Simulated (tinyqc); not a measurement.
Global model of a low-pressure process discharge: electron temperature, density, ion flux and ion energy. Changing the pressure p. Computed by tinyqc, a small Python program. Command: `OMP_NUM_THREADS=1 python tinyqc.py 3111131 3111132 out.jsonl plasma sweep`. One thread of a shared host (Intel(R) Xeon(R) Processor @ 2.30GHz), about 0.01 s of CPU time with the checks.

Maxwellian electrons with temperature T_e in eV, one positive ion, no negative ions, uniform bulk density n; rate constants have the Arrhenius form.

Inputs (values chosen for the exercise, of the order of those of an inductive discharge in a simple atomic gas): ion mass M = 40 u; ionisation prefactor K0 = 6.1e-14 m^3/s; ionisation energy E_iz = 14.3 eV; excitation prefactor X0 = 1.6e-14 m^3/s; excitation energy E_ex = 11.2 eV; elastic rate constant K_el = 6.4e-14 m^3/s; ion-neutral cross section = 6.8e-19 m^2; gas temperature T_g = 400 K; radius R = 8.9 cm; height L = 5.8 cm; absorbed power P = 1700 W; bias power P_b = 420 W; radius of the biased electrode = 7.5 cm; bias frequency = 27 MHz.

Constants: k_B = 1.380649e-23 J/K; e = 1.602176634e-19 C; u = 1.6605390666e-27 kg; m_0 = 9.1093837015e-31 kg; eps_0 = 8.8541878128e-12 F/m.

Method:
- n_g = p/(k_B T_g); lambda_i = 1/(n_g sigma); h_L = 0.86/sqrt(3 + L/(2 lambda_i)), h_R = 0.8/sqrt(4 + R/lambda_i); A_eff = 2 pi R^2 h_L + 2 pi R L h_R; d_eff = pi R^2 L/A_eff.
- Particle balance: K0 exp(-E_iz/T_e) n_g d_eff = u_B, u_B = sqrt(e T_e/M).
- Root found by bracketing.
- E_c = E_iz + (X0 exp(-E_ex/T_e) E_ex + K_el (3 m_0/M) T_e)/K_iz; wall potential V_s = (T_e/2) ln(M/(2 pi m_0)); E_T = E_c + 2 T_e + T_e/2 + V_s; n = P/(e u_B A_eff E_T); ion current density J = e h_L n u_B; ionised share n/n_g.
- All bias power goes to ions: V_b = P_b/(J pi r^2). Debye length at the sheath edge lambda_D = sqrt(eps_0 T_e/(e h_L n)); Child-law sheath s = (sqrt2/3) lambda_D (2 V/T_e)^(3/4), V = V_b + V_s; ion transit time tau_i = 3 s sqrt(M/(2 e V)); collisions in the sheath s/lambda_i.

One run for each value:
```
pressure p (Pa)  T_e (eV)  plasma density n (1/cm^3)  ion current density J (mA/cm^2)  s/lambda_i
0.10               5.6896                 1.3646e+12                           38.018     0.00170
0.19               4.2560                 1.9795e+12                           45.564     0.00252
0.38               3.3425                 2.7616e+12                           51.763     0.00420
1.40               2.3439                 5.0276e+12                           58.240     0.01282
2.70               2.0216                 6.8406e+12                           58.541     0.02404
5.30               1.7655                 9.3489e+12                           56.772     0.04797
10.00              1.5748                 1.2374e+13                           53.410     0.09574
20.00              1.4076                 1.6358e+13                           48.145     0.21346
```

Give the missing row, pressure p (Pa) = 0.73.

Computed row:
```
pressure p (Pa)  T_e (eV)  plasma density n (1/cm^3)  ion current density J (mA/cm^2)  s/lambda_i
0.73               2.7649                 3.7212e+12                           55.921     0.00718
```

Interpolating between the two neighbouring rows (the first column on a logarithmic scale, the others too where they are positive) misses most in s/lambda_i, by 2.3 %. Over the rows, T_e (eV) falls from 5.69 to 1.41 (exponent d ln y / d ln x -0.45 between the first rows and -0.16 between the last); plasma density n (1/cm^3) rises from 1.36e12 to 1.64e13 (exponent d ln y / d ln x 0.58 between the first rows and 0.40 between the last); ion current density J (mA/cm^2) goes from 38.0 through a maximum among these rows, 58.5 at 2.70, to 48.1.

Caution (rows 0.100, 0.190, 0.380, 0.730): at this ionised share gas depletion and heating, left out here, matter. Caution (rows 10.0, 20.0): at so short an ion path the formulas for h_L and h_R give way to the ambipolar-diffusion limit.

Extremes, crossings and ranges named in words are read from the listed rows.
